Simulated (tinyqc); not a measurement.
# Self-heating of a transistor with one or more fingers, with temperature-dependent conductivity, step by step

A worked calculation. Computed by tinyqc, a small Python program that keeps every step. Command: `OMP_NUM_THREADS=1 python tinyqc.py 3002505 3002506 out.jsonl selfheat walk`. One thread of a shared host (Intel(R) Xeon(R) Processor @ 2.30GHz), about 0.05 s of CPU time with the checks. Intermediate numbers are printed to about 6 digits and carried at full precision; extremes and crossings named in words are read from the listed rows.

N long parallel fingers lie on the top face of a slab whose bottom is held at T_0; the top is otherwise insulated, and heat flows in two dimensions. P in W/mm is 1000 P in W/m.

Inputs (values chosen for the exercise, modelled on indium phosphide):
```
quantity                                      value           unit
conductivity at the base temperature kappa_0   60.1        W/(m K)
exponent m in kappa ~ T^-m                     1.53              -
base temperature T_0                            323              K
power per gate width P                         0.26           W/mm
fingers N                                         5              -
finger pitch s                                   55     micrometre
width of the heat source w                      1.3     micrometre
substrate thickness t                           160     micrometre
phonon free path Lambda                         110             nm
heat capacity C                                 1.5  1e6 J/(m^3 K)
pulse length                                     33    microsecond
power coefficient beta                          1.4         1e-3/K
```

Power: power rises with temperature.

## Geometry factors

A line source of power P on the top face raises the top at distance x by (P/(pi kappa_0)) g(x), g(x) = -ln tanh(pi x/(4 t)) (the image sum for the slab). On a strip of width w the centre sees the mean of g over the strip, g_0 = 1 + ln(8 t/(pi w)) for w much below t.

own factor g_0 = 6.74752

g(j s), j = 1..7: 1.33330  0.70733  0.40114  0.23172  0.13464  0.07839  0.04567

## Linear temperature rise of each finger

theta_i = (P/(pi kappa_0)) [g_0 + sum over j != i of g(|i - j| s)], with equal powers and constant conductivity; thermal resistance = largest theta/P.

theta of each finger (K): 12.9732  14.4901  14.9117  14.4901  12.9732

largest theta = 14.9117 K

thermal resistance = 57.3528 K mm/W

The neighbours supply 38 % of the rise of the hottest finger, which runs 1.9 K above the outer ones.

## Correction for the falling conductivity

Kirchhoff transformation for kappa = kappa_0 (T/T_0)^-m: T = T_0 [1 - (m - 1) theta/T_0]^(-1/(m - 1)), where theta is the linear rise. The bracket vanishes at the power P T_0/((m - 1) theta).

peak temperature = 338.456 K

true rise = 15.4556 K

true rise / linear rise = 1.03647

power at which the formula diverges = 10.6260 W/mm

The falling conductivity adds 3.6 % to the rise.

## Extra rise from ballistic phonons

Near a source smaller than the free path, Fourier's law overstates the flow. Rough estimate: a strip that emits phonons into a half space adds a resistance times area of 4 Lambda/(3 kappa_0), from the ballistic flux C v Delta T/4 with kappa_0 = C v Lambda/3, so Delta T_b = 4 Lambda P/(3 kappa_0 w); Knudsen number Lambda/w.

Knudsen number = 0.0846154

ballistic rise Delta T_b = 0.488075 K

Delta T_b / largest theta = 0.0327310

By this estimate the ballistic term is at most a fifth of the Fourier rise.

## Electrothermal feedback

The power follows P [1 + beta (T - T_0)] with T the peak temperature, for all fingers alike. Start at T_0 and repeat; stop when T changes by less than 1e-6 K, after 50 steps, or when the bracket falls below 0.05.

Iterations:
```
step  power (W/mm)    T (K)   change (K)
1         0.260000  338.456  1.54556e+01
2         0.265626  338.802  3.46849e-01
3         0.265752  338.810  7.79009e-03
4         0.265755  338.810  1.74966e-04
5         0.265755  338.810  3.92973e-06
6         0.265755  338.810  8.82619e-08
```

converged (1 yes, 0 no) = 1

peak temperature with feedback = 338.810 K

Converged in 6 steps; feedback adds 0.4 K.

## Rise at the end of a pulse

After switching on, theta(tau) = (P D/kappa_0) int_0^tau X(u) Z(u) du at the hottest finger, D = kappa_0/C; X = sum over fingers at distance x of [erf((x + w/2)/r) - erf((x - w/2)/r)]/(2 w), Z = sum_(j=-200..200) (-1)^j exp(-(2 j t/r)^2)/sqrt(pi D u), r = 2 sqrt(D u); trapezoid rule on 300 points evenly spaced in ln u from u_0 = 1e-3 min(tau, w^2/D) to tau, plus the exact piece 2 sqrt(u_0/(pi D))/w below u_0. Conductivity and power are held at their base values here, and Fourier's law is used even where the diffusion length is near a phonon free path.

diffusivity D = 40.0667 micrometre^2/microsecond

diffusion length sqrt(D tau) = 36.3621 micrometre

linear rise after the pulse = 8.1839 K

share of the steady rise = 0.5488

## Rise against time

The formulas are those given above.

Heating curve:
```
time (microsecond)  sqrt(D time) (micrometre)  rise (K)  share of the steady rise
6.40e-04                             0.160133   0.60109                   0.04031
0.0064                               0.506386    1.6794                    0.1126
0.064                                 1.60133    3.1851                    0.2136
0.64                                  5.06386     4.762                    0.3193
6.4                                   16.0133    6.3658                    0.4269
32                                    35.8069    8.1348                    0.5455
130                                   72.1711    11.119                    0.7457
380                                   123.391    13.796                    0.9252
960                                   196.122    14.825                    0.9942
```

Half the steady rise is reached between 6.4 and 32 microseconds, and the last row holds 99.4 % of it; the slowest time constant is 4 t^2/(pi^2 D) = 259 microseconds. While the diffusion length lies between w and the pitch or thickness, the rise grows as the logarithm of time; once it nears the pitch of 55 micrometre the neighbours add their heat.

Checks made by the program: g(s) against the alternating image sum (relative difference 9e-07); Kirchhoff integral of kappa/kappa_0 from T_0 to T (relative difference below 1e-10); long-time limit against the steady rise (relative difference 3e-05).
